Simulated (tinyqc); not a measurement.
Thermal boundary conductance by the acoustic and diffuse mismatch models: one step, computed by the program tinyqc. Command: `OMP_NUM_THREADS=1 python tinyqc.py 3029549 3029550 out.jsonl kapitza walk`. One thread of a shared host (Intel(R) Xeon(R) Processor @ 2.30GHz), about 0.01 s of CPU time with the checks.

Each side has one longitudinal and two transverse Debye branches, omega = v q up to q_D = (6 pi^2 n)^(1/3), with n counting all atoms. Scattering at the interface is elastic. Electrons are left out of G, also for metals. Melting is ignored. G refers to the temperatures of the phonons sent towards the interface. Linear branches over all atoms overstate G at high T, most for crystals with several atoms a cell.

Problem. Acoustic mismatch: transmission of each branch. No mode conversion. t(theta) = 4 Z_1 Z_2 cos(theta_1) cos(theta_2)/N^2, with N = Z_2 cos(theta_1) + Z_1 cos(theta_2) for L (the form for pressure waves) and N = Z_1 cos(theta_1) + Z_2 cos(theta_2) for both T branches (the form for shear waves polarised along the interface); sin(theta_2) = (v_2/v_1) sin(theta_1), and t = 0 beyond the critical angle arcsin(v_1/v_2); the mean over the incoming flux is alpha = 2 int t sin(theta_1) cos(theta_1) d theta_1 (64 Gauss-Legendre points).

Structure: superlattice.

Branches:
```
branch     v (m/s)  cut-off (K)  Z (1e6 kg/(m^2 s))
L, side 1     2390     227.5396             27.2460
T, side 1      946      90.0638             10.7844
L, side 2     3330     385.0821             64.2690
T, side 2     1280     148.0195             24.7040
```

Give: Transmission.

Solution.

Transmission:
```
branch  t at normal incidence  largest angle from side 1 (deg)  alpha, 1 to 2  alpha, 2 to 1
L                     0.83633                           45.866        0.36825        0.71488
T                     0.84616                           47.652        0.49557        0.90729
```

For L waves from side 1 the critical cone of 46 degrees bounds the transmission; the mean is 0.37 against 0.84 at normal incidence. For T waves from side 1 the critical cone of 48 degrees bounds the transmission; the mean is 0.50 against 0.85 at normal incidence.
